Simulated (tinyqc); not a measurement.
Thermal RC ladder, step response: one step of the calculation.

A ladder of 3 nodes: R_i joins node i to node i + 1, the last R to the ambient; C_i is the heat capacity of node i; theta is the rise above ambient, zero at t = 0. d theta/dt = -A theta + b with b = (Pw/C_1, 0, ...), times in ms.

Task. Time constants and Foster resistances. A = C^(-1) K, K_ii = 1/R_(i-1) + 1/R_i (no first term for node 1), K_(i,i+1) = K_(i+1,i) = -1/R_i. The time constants tau_k are the inverse eigenvalues of A; the rise of node 1 per watt is Z(t) = sum_k r_k (1 - exp(-t/tau_k)), with r_k = v_k1^2 tau_k/C_1 and v_k the unit eigenvectors of C^(-1/2) K C^(-1/2).

Inputs (values chosen for the exercise):
- R = [0.25, 0.53, 1] K/W (resistances, junction to ambient)
- C = [0.4, 2.4, 51] mJ/K (heat capacities of the nodes)

Give: tau_k, rising; r_k.

Result.

tau_k, rising (ms): [0.084845, 1.4191, 53.880]
r_k (K/W): [0.17803, 0.54219, 1.0598]

The r_k add up to the sum of the R_i, 1.780 K/W; the slowest constant is 635 times the fastest.

tinyqc, about 0.01 s, one thread, Intel Xeon 2.30GHz (shared host): `OMP_NUM_THREADS=1 python tinyqc.py 2520126 2520127 out.jsonl`
